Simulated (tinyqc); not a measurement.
Worked calculation: carbon nanotube by zone folding. Values are carried at full precision from step to step, so a last printed digit may differ when a step is redone from the rounded ones.

Circumference C = n a1 + m a2, a = sqrt3 acc; d = a sqrt(n^2 + nm + m^2)/pi; tan(theta) = sqrt3 m/(2n + m); dR = gcd(2n + m, 2m + n); T = t1 a1 + t2 a2 with t1 = (2m + n)/dR, t2 = -(2n + m)/dR, |T| = sqrt3 pi d/dR; N = 2 (n^2 + nm + m^2)/dR hexagons a cell. On cutting line mu = 0 to N - 1 at x = k|T|/(2 pi) the phases are p1 = 2 pi (-t2 mu + m x)/N, p2 = 2 pi (t1 mu - n x)/N, and E = -/+ t |1 + exp(i p1) + exp(i p2)|.

Constants: hbar^2/2m0 = 3.80998211 eV angstrom^2.

Values chosen for the exercise (near those used for carbon; shifted at random, so the results belong to these values and not to a real crystal): n = 19 (chiral index); m = 15 (chiral index); acc = 1.42 angstrom (bond length); t = 2.89 eV (hopping); mu = 580 (cutting line); x = -0.15 (position on the line).

## Geometry

Form d, theta, dR, t1, t2, N and |T|, and (n - m) mod 3.

d = 23.105 angstrom
theta = 26.11 degrees

dR, t1, t2, N: [1, 49, -53, 1742]

|T| = 125.724 angstrom
(n - m) mod 3 = 1

The nearest line misses K by a third of the spacing 2/d: semiconducting in zone folding; chiral, 3484 atoms a cell.

## One point of one line

Form the phases and the energy.

p1, p2 (rad): [110.86738, 102.51781]

E of the upper band = 0.3621 eV

## Band edges

The three lowest distinct minima of E along the lines, doubled (the transition between mirror bands), against the cone: 2 t acc j/d with j = 1, 2, 4 for semiconducting and 0, 3, 3 for metallic tubes.

Transitions (eV):
```
order  zone folding    cone
1            0.3543  0.3552
2            0.7116  0.7105
3            1.3957  1.4209
```

Trigonal warping puts the first transition -0.3 % and the second +0.2 % from the cone; the two lines lie on opposite sides of K, where the contours bend oppositely. Measured optical lines also hold self-energy and exciton terms.

## Mass at the first band edge

Cone estimate: E^2 = (Eg/2)^2 + (hbar v k)^2, hbar v = 3 t acc/2, Eg = 2 t acc/d, so m/m0 = c Eg/(hbar v)^2, c = hbar^2/2m0.

hbar v = 6.1557 eV angstrom
Eg = 0.3552 eV
mass = 0.0357 m0

(tinyqc, `OMP_NUM_THREADS=1 python tinyqc.py 1481585 1481586 out.jsonl`, Intel(R) Xeon(R) Processor @ 2.30GHz, 1 thread, shared host, about 0.03 s.)
